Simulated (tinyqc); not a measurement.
Bottom-up copper filling of a trench by curvature-enhanced accelerator coverage. Changing the exchange current of the suppressed surface i_0. Computed by tinyqc, a small Python program. Command: `OMP_NUM_THREADS=1 python tinyqc.py 3026361 3026362 out.jsonl superfill sweep`. One thread of a shared host (Intel(R) Xeon(R) Processor @ 2.30GHz), about 0.1 s of CPU time with the checks.

A rectangular trench keeps vertical walls and a flat floor. An accelerator floats on the surface; where area is lost in the corners it is passed on to the floor.

Inputs (values chosen for the exercise, close to those used for damascene copper plating): trench width w = 150 nm; aspect ratio h/w = 2.7; exchange current of the accelerated surface i_1 = 3.8 mA/cm^2; transfer coefficient alpha = 0.45; overpotential eta = 0.12 V; starting coverage theta_0 = 0.019; adsorption rate k_a = 0 1/s; cupric ion concentration C = 0.48 mol/l; diffusivity D = 4.6e-06 cm^2/s; boundary layer delta = 39 um; temperature T = 298 K.

Constants: e = 1.602176634e-19 C; N_A = 6.02214076e+23 1/mol; k_B = 8.617333262e-05 eV/K.

Method. Kinetic current i_k = [i_0 (1 - theta) + i_1 theta] exp(alpha eta/(k_B T)), limit i_L = 2 F D C/delta, i = 1/(1/i_k + 1/i_L); velocity v = i Omega/(2F), Omega = 7.11 cm^3/mol, F = e N_A. Depletion inside the trench is ignored. Half width x, floor height y, depth h = aspect ratio x w. dx/dt = -v_s, dy/dt = v_b. d theta_b/dt = k_a (1 - theta_b) + [theta_s v_b + theta_b v_s]/x: the floor takes the accelerator of the wall it covers and keeps its own as it narrows. d theta_s/dt = k_a (1 - theta_s). theta_b is capped at 1. Integrate (tolerance 1e-9) until the walls meet (x = 0.02 w/2) or the floor passes the original mouth y = h. Start: x = w/2, y = 0, theta_b = theta_s = theta_0. Height filled = y/h, opening left = x/(w/2).

One run for each value; columns: (1) exchange current of the suppressed surface i_0 (mA/cm^2); (2) ratio v(1)/v(theta_0); (3) share of the height filled from the floor; (4) opening left, as a share of w:
```
(1)       (2)     (3)       (4)
0.019  32.780  1.0000  0.090292
0.037  27.481  1.0000  0.049334
0.071  21.071  0.8491  0.020000
0.140  14.336  0.5774  0.020000
0.260   9.259  0.4036  0.020000
0.510   5.388  0.2894  0.020000
0.980   3.083  0.2294  0.020000
1.900   1.749  0.1976  0.020000
```

Over the rows, ratio v(1)/v(theta_0) falls from 32.8 to 1.75 (exponent d ln y / d ln x -0.26 between the first rows and -0.86 between the last); share of the height filled from the floor falls from 1.00 to 0.198, flat over part of the range; opening left, as a share of w falls from 0.0903 to 0.0200, flat over part of the range. A stronger suppressor (smaller i_0) raises the contrast, until theta_0 i_1 outweighs i_0.

Caution (all rows): real profiles develop slanted corners, and accelerator is consumed; both are left out.
